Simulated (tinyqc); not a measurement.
Band gaps under pressure and temperature from deformation potentials: sweeps and comparisons. A value that a table varies takes the place of the one given here.

Murnaghan: V/V0 = (1 + Bp P/B0)^(-1/Bp), B0 = (C11 + 2 C12)/3. Each gap moves by a ln(V/V0) with its volume potential a, and falls with temperature by aV T^2/(T + bV) (Varshni); the two effects are added. No change of phase is considered.

Constants: hc = 1239.841984 eV nm.

Values chosen for the exercise (near those of InAs, the X and L potentials typical of such crystals; shifted at random, so the results belong to these values and not to a real crystal):

| symbol | value | unit | meaning |
|---|---|---|---|
| Eg | 0.414 | eV | gap at Gamma to the s-like level at 0 K, 0 GPa |
| EgX | 1.447 | eV | gap to X at 0 K, 0 GPa |
| EgL | 1.125 | eV | gap to L at 0 K, 0 GPa |
| C11 | 82.9 | GPa |  |
| C12 | 45 | GPa |  |
| Bp | 3.97 |  | pressure derivative of the bulk modulus |
| aG | -6.11 | eV | volume potential of the Gamma gap |
| aX | 2.04 | eV | volume potential of the X gap |
| aL | -3.02 | eV | volume potential of the L gap |
| aV | (0.269, 0.267, 0.265) | meV/K | Varshni alpha of Gamma, X, L |
| bV | (86, 89, 98) | K | Varshni beta of Gamma, X, L |
| T | 0 | K | temperature |
| P | 2.5 | GPa | pressure |

## Gaps against pressure

The last column is the linear form E0 + c1 P for Gamma, c1 = -aG/B0.

Gaps (eV):

| P (GPa) | ln(V/V0) | Gamma | X | L | lowest | Gamma, linear |
|---|---|---|---|---|---|---|
| 0.00 | 0.0000 | 0.414 | 1.447 | 1.125 | Gamma | 0.414 |
| 1.50 | -0.0248 | 0.565 | 1.396 | 1.200 | Gamma | 0.573 |
| 3.00 | -0.0473 | 0.703 | 1.350 | 1.268 | Gamma | 0.732 |
| 4.50 | -0.0680 | 0.830 | 1.308 | 1.330 | Gamma | 0.891 |
| 6.00 | -0.0871 | 0.946 | 1.269 | 1.388 | Gamma | 1.050 |
| 7.50 | -0.1049 | 1.055 | 1.233 | 1.442 | Gamma | 1.209 |
| 9.00 | -0.1215 | 1.156 | 1.199 | 1.492 | Gamma | 1.368 |
| 10.50 | -0.1371 | 1.252 | 1.167 | 1.539 | X | 1.527 |
| 12.00 | -0.1518 | 1.341 | 1.137 | 1.583 | X | 1.686 |

Over 12 GPa Gamma moves by +0.927, L by +0.458 and X by -0.310 eV. The lowest valley changes: Gamma to X between 9.00 and 10.50 GPa, and the fundamental gap peaks at 1.167 eV on these points. The linear form overshoots by 345 meV at the end, because the crystal stiffens; the gap is linear in ln V, not in P. Rows above about 7 GPa lie beyond the phase change of the real crystal.

## Gaps against temperature

At the pressure P; wavelength hc/E of the lowest gap.

Gaps (eV):

| T (K) | Gamma | X | L | lowest | wavelength (nm) |
|---|---|---|---|---|---|
| 0 | 0.6585 | 1.3654 | 1.2459 | Gamma | 1882.7 |
| 50 | 0.6536 | 1.3606 | 1.2414 | Gamma | 1897.0 |
| 100 | 0.6441 | 1.3512 | 1.2325 | Gamma | 1925.0 |
| 200 | 0.6209 | 1.3284 | 1.2103 | Gamma | 1996.8 |
| 300 | 0.5958 | 1.3036 | 1.1859 | Gamma | 2080.9 |
| 400 | 0.5700 | 1.2780 | 1.1607 | Gamma | 2175.2 |
| 500 | 0.5438 | 1.2520 | 1.1351 | Gamma | 2280.1 |
| 600 | 0.5174 | 1.2258 | 1.1092 | Gamma | 2396.4 |

From 0 to 100 K the Gamma gap falls by 14.5 meV, from 500 to 600 K by 26.4 meV: quadratic below bV, linear with a slope tending to aV = 0.269 meV/K above. Gamma stays lowest. A pressure of 0.59 GPa, with the slope -aG/B0 at zero pressure, would undo the fall of the Gamma gap from 0 to 300 K.

## What each parameter does

Gaps at P and T. Each row changes one parameter from the base and keeps the others.

Results:

| case | Gamma (eV) | X (eV) | L (eV) |
|---|---|---|---|
| base | 0.6585 | 1.3654 | 1.2459 |
| T = 50 K | 0.6536 | 1.3606 | 1.2414 |
| C11 = 74.61 GPa | 0.6699 | 1.3616 | 1.2515 |
| C12 = 40.5 GPa | 0.6709 | 1.3612 | 1.2520 |
| Bp = 4.367 | 0.6567 | 1.3660 | 1.2450 |
| aG = -5.499 eV | 0.6341 | 1.3654 | 1.2459 |
| aX = 1.836 eV | 0.6585 | 1.3735 | 1.2459 |
| aL = -2.718 eV | 0.6585 | 1.3654 | 1.2338 |
| P = 2.75 GPa | 0.6810 | 1.3579 | 1.2570 |

The largest shifts from the base row, up to three for each result and ties (the steps differ in size, so this ranks the rows, not the parameters). Gamma (eV): aG -0.0245, P +0.0224, C12 +0.0124; unchanged at the printed digits by aX and aL. X (eV): aX +0.0082, P -0.0075, T -0.0048; unchanged at the printed digits by aG and aL. L (eV): aL -0.0121, P +0.0111, C12 +0.0061; unchanged at the printed digits by aG and aX.

(tinyqc, `OMP_NUM_THREADS=1 python tinyqc.py 1051402 1051403 out.jsonl`, Intel(R) Xeon(R) Processor @ 2.30GHz, 1 thread, shared host, about 0.01 s.)
